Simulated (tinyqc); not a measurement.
# Double-gate transistor, scale length and short-channel effects: what changes with what

A body of thickness ts between two insulators of thickness ti and two tied gates. Below threshold the potential that source and drain add obeys Laplace's equation and vanishes on the gate. Its lowest mode decays along the channel as exp(-k y); k is the smallest positive root of the matching condition at the interface, and the scale length is Lambda = pi/k.

Inputs (values chosen for the exercise); permittivities: semiconductor close to that of silicon, insulator close to that of silicon dioxide: temperature T = 293 K; relative permittivity of the semiconductor eps_r = 11.5; relative permittivity of the insulator ei = 3.75; insulator thickness ti = 2.2 nm; body thickness ts = 9.4 nm; channel length L = 59 nm; potential of the source Vbi = 0.86 V; potential of the barrier top at threshold sT = 0.75 V; drain voltage Vds = 0.8 V.

Constants: q = 1.602176634e-19 C, kB = 1.380649e-23 J/K, Vt = kB T/q. Results are converted to the units shown.

Each table varies one quantity; the others keep the values above.

## Effect of the insulator thickness

k is the smallest positive root of f(k) = ei cos(k ti) cos(k ts/2) - eps_r sin(k ti) sin(k ts/2). Along the channel psi(y) = s + a exp(y/l) + b exp(-y/l) with psi(0) = Vbi, psi(L) = Vbi + Vds and l = 1/k = Lambda/pi; with A = Vbi - s, B = A + Vds, x = exp(-L/l): a = (B - A x) x/(1 - x^2), b = (A - B x)/(1 - x^2). The minimum is s + 2 sqrt(a b), at y = (l/2) ln(b/a). The long-channel potential follows the gate as s = sT + (Vg - VTL)/m, and the threshold VT is the gate voltage at which the minimum equals sT. Swing = m Vt ln 10/g at threshold, g = d(minimum)/ds = 1 - (b x + a)/((1 + x) sqrt(a b)). DIBL = [VT(0.05 V) - VT(Vds)]/(Vds - 0.05 V). sT and Vbi are held fixed; m = 1.

Effect of the insulator thickness:
```
ti (nm),Lambda (nm),L/Lambda,VT - VTL at Vds (mV),DIBL (mV/V),swing (mV/decade)
0.73,13.56,4.350,-0.6847,0.5306,58.34
0.95,14.67,4.022,-1.147,0.8898,58.48
1.2,15.85,3.722,-1.845,1.432,58.68
1.6,17.62,3.349,-3.339,2.597,59.12
2.1,19.65,3.003,-5.824,4.543,59.83
2.7,21.90,2.694,-9.623,7.539,60.91
3.5,24.66,2.392,-15.90,12.54,62.64
```

As ti goes from 0.73 to 3.5 nm, Lambda rises from 13.6 to 24.7 nm, DIBL rises from 0.531 to 12.5 mV/V and the swing rises from 58.3 to 62.6 mV a decade. On average Lambda goes as ti^(0.38).

## Effect of the relative permittivity of the insulator

Same model as above.

Effect of the relative permittivity of the insulator:
```
ei,Lambda (nm),L/Lambda,VT - VTL at Vds (mV),DIBL (mV/V),swing (mV/decade)
3.9,19.733,2.9899,-5.9469,4.6394,59.868
5.7,17.156,3.4390,-2.8942,2.2494,58.987
8.5,15.049,3.9204,-1.3481,1.0457,58.535
12,13.645,4.3239,-0.71298,0.55255,58.348
18,12.392,4.7612,-0.35811,0.27740,58.243
27,11.481,5.1390,-0.19766,0.15308,58.196
40,10.848,5.4389,-0.12336,0.095530,58.174
```

As ei goes from 3.9 to 40, Lambda falls from 19.7 to 10.8 nm, DIBL falls from 4.64 to 0.0955 mV/V and the swing falls from 59.9 to 58.2 mV a decade. On average Lambda goes as ei^(-0.26).

Program tinyqc, `OMP_NUM_THREADS=1 python tinyqc.py 2420011 2420012 out.jsonl`; Intel Xeon 2.30GHz, shared host, one thread, about 0.01 s.
